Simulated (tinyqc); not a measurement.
What each integral does: Slater-Koster d bands of a bcc metal.

Parameters, chosen for this exercise (of the size met in Nb; the results hold for these values, not for the real material):

| symbol | value | unit | meaning |
|---|---|---|---|
| dds | -1.331 | eV | dd sigma |
| ddp | 0.825 | eV | dd pi |
| ddd | -0.12 | eV | dd delta |
| f2 | 0.487 |  | factor on all three integrals for second neighbours |

Levels at Gamma, E(t2g) = (8/3) dds + (16/9) ddp + (32/9) ddd + f2 (4 ddp + 2 ddd), E(eg) = (16/3) ddp + (8/3) ddd + f2 (3 dds + 3 ddd), and W = sqrt(12 mu2), the width of a rectangular band with the same second moment mu2 = z (dds^2 + 2 ddp^2 + 2 ddd^2)/5, z = 8 + 6 f2^2.

Results for these values:

| case | t2g (eV) | eg (eV) | W (eV) |
|---|---|---|---|
| base | -1.0191 | 1.9601 | 8.4558 |

What happens to each result for ddp = 0.7012 eV, all else kept?

Answer: t2g falls from -1.0191 to -1.4804; eg falls from 1.9601 to 1.2998; W falls from 8.4558 to 7.9344.

The same for each parameter in turn:

| case | t2g (eV) | eg (eV) | W (eV) |
|---|---|---|---|
| base | -1.0191 | 1.9601 | 8.4558 |
| dds = -1.5306 eV | -1.5514 | 1.6685 | 9.1879 |
| ddp = 0.7012 eV | -1.4804 | 1.2998 | 7.9344 |
| ddd = -0.102 eV | -0.9376 | 2.0344 | 8.4451 |
| f2 = 0.56 | -0.7957 | 1.6423 | 8.6591 |

The ratio of the shifts of t2g and eg names the integral: it is the ratio of the coefficients in the two formulas.

Run: tinyqc, `OMP_NUM_THREADS=1 python tinyqc.py 1481659 1481660 out.jsonl`; Intel(R) Xeon(R) Processor @ 2.30GHz, one thread, shared host; about 0.04 s of CPU time with all checks.
